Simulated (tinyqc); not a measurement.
Isothermal kinetics: hydrogen passivation and dissociation of interface defects with a spread of activation energies. Computed by tinyqc, a small Python program. Command: `OMP_NUM_THREADS=1 python tinyqc.py 3031293 3031294 out.jsonl passivation walk`. One thread of a shared host (Intel(R) Xeon(R) Processor @ 2.30GHz), about 0.01 s of CPU time with the checks.

Active defects P react as P + H2 -> HP + H and HP -> P + H; released atomic hydrogen is removed. All defects start active. Activation energies are normally distributed, independently for the two reactions.

Inputs (values chosen for the exercise, for a model interface): mean passivation energy E_f = 1.65 eV; spread s_f = 0.12 eV; prefactor k_f0 = 1.2e-08 cm^3/s; mean dissociation energy E_d = 2.65 eV; spread s_d = 0.12 eV; prefactor k_d0 = 1.2e+13 1/s; dissolved hydrogen [H2] = 2.1e+18 cm^-3; anneal temperature T = 880 K; anneal time t = 3000 s.

Ambient: hydrogen.

Constants: k_B = 8.617333262e-05 eV/K.

Method:
- a = k_f0 [H2] exp(-E_f/k_B T), b = k_d0 exp(-E_d/k_B T); the active share of one kind of site is b/(a + b) + (a/(a + b)) exp(-(a + b) t).
- Full average: z from -5 to 5 in steps of 0.125 with normalised weights exp(-z^2/2), energy = mean + spread x z, over both energies.
- Times are decades about 1/(a + b) of the mean site. The last column is the part of the change still to come; rows stop once it is below 1e-5.

dissociation rate b = 0.00799055 1/s

passivation rate a = 8.94986 1/s

Against time:
```
t (s)     active share, single energy  active share, spread  unreacted part
1.00e-04                   9.9911e-01               0.99692      9.9690e-01
1.00e-03                   9.9109e-01               0.97237      9.7214e-01
1.00e-02                   9.1439e-01               0.82367      8.2220e-01
1.00e-01                   4.0881e-01               0.42288      4.1805e-01
1.00e+00                   1.0206e-03               0.08235      7.4654e-02
1.00e+01                   8.9202e-04               0.01106      2.7645e-03
1.00e+02                   8.9202e-04               0.00833      1.1862e-05
```

A single energy finishes within about two decades of time. With the spread the unreacted part is 0.97 at 0.001 s and still 0.075 at 1 s, where one energy leaves 1.3e-4: a width of s/k_B T = 1.58 in ln(rate) stretches the decay markedly.
